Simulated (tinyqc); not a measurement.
Amplitude against the length of the filling pulse.

In DLTS the amplitude of the capacitance transient follows the share of traps filled by the pulse. In the neutral layer an empty trap fills as 1 - exp(-tp/tc), tc = 1/(sn vth(T) Nd), vth(T) = vth (T/300 K)^0.5; emission during the pulse and slow capture at the depletion edge are neglected.

Values chosen for this exercise: thermal velocity at 300 K vth = 4e7 cm/s; shallow donor density Nd = 5.1e14 cm^-3; capture cross-section sn = 1.2e-17 cm^2; temperature of the transient T = 271 K.

Result of one run:
```
tp (s)	tp/tc	amplitude over its full value	ln(1 - that)
3.4e-6	0.79107	0.54664	-0.79107
```

What becomes of these results when the pulse length tp is changed from 3.4e-6 to 2.3e-7 s, all else the same?

Result of the changed run:
```
tp (s)	tp/tc	amplitude over its full value	ln(1 - that)
2.3e-7	0.053513	0.052107	-0.053513
```

The whole series:
```
tp (s)	tp/tc	amplitude over its full value	ln(1 - that)
2.3e-7	0.053513	0.052107	-0.053513
4.5e-7	0.10470	0.099406	-0.10470
8.9e-7	0.20707	0.18704	-0.20707
1.7e-6	0.39553	0.32668	-0.39553
3.4e-6	0.79107	0.54664	-0.79107
6.8e-6	1.5821	0.79446	-1.5821
1.3e-5	3.0247	0.95143	-3.0247
2.6e-5	6.0494	0.99764	-6.0494
```

The amplitude rises from 0.0521 to 0.998 of its full value. The last column is linear in tp with slope -1/tc, tc = 4.30e-6 s, which gives the cross-section from Nd and vth, independently of the Arrhenius intercept; 99 % filling needs 1.98e-5 s.

Numbers from tinyqc (`OMP_NUM_THREADS=1 python tinyqc.py 2050034 2050035 out.jsonl`; about 0.01 s on one thread of a shared Intel Xeon 2.30GHz).
